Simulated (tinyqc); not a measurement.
# All-pass ring resonator: effect of the propagation loss

A ring of length L = 2 pi Rr coupled to one bus waveguide: round-trip amplitude a = 10^(-al L/20), self-coupling t = sqrt(1 - k2). At detuning d from the resonance the round-trip phase is p = 2 pi d/FSR and the transmission T = (a^2 - 2 a t cos p + t^2)/(1 - 2 a t cos p + a^2 t^2). Lossless coupler, linear absorption only.

FSR = lam^2/(ng L), finesse F = pi sqrt(a t)/(1 - a t), FWHM = FSR/F, Q = lam/FWHM, Tmin = (a - t)^2/(1 - a t)^2, power build-up k2 a^2/(1 - a t)^2, optical bandwidth c/(lam Q).

Inputs (values chosen for the exercise); values close to those of silicon waveguides:
- lam = 1550 nm (cold resonance wavelength)
- Rr = 15 um (ring radius)
- ng = 4.32 (group index)
- k2 = 0.0059 (power coupling)

Constants: c = 299792458 m/s. Results are converted to the units shown.

The same in every row: t = 0.9970.

Effect of the propagation loss:
```
al (dB/cm),a,Q,Tmin,build-up,bandwidth (GHz)
0.75,0.9992,2.187e5,0.3233,415.4,0.8842
1.4,0.9985,1.843e5,0.1034,294.7,1.050
2.5,0.9973,1.455e5,0.001882,183.5,1.329
4.5,0.9951,1.052e5,0.06021,95.77,1.838
8.1,0.9912,7.024e4,0.2463,42.50,2.753
15,0.9839,4.290e4,0.4793,15.74,4.508
26,0.9722,2.647e4,0.6563,5.921,7.306
48,0.9492,1.499e4,0.7965,1.854,12.90
```

What does the table show?

As al goes from 0.75 to 48 dB/cm, Q falls from 2.19e5 to 15000, Tmin goes from 0.323 through a minimum of 0.00188 (at al = 2.5 dB/cm among the rows listed) to 0.797 and the build-up falls from 415 to 1.85. The ring is overcoupled (t < a) in 3 of the 8 rows; the dip is deepest where t and a cross.

tinyqc, about 0.01 s, one thread, Intel Xeon 2.30GHz (shared host): `OMP_NUM_THREADS=1 python tinyqc.py 2650039 2650040 out.jsonl`
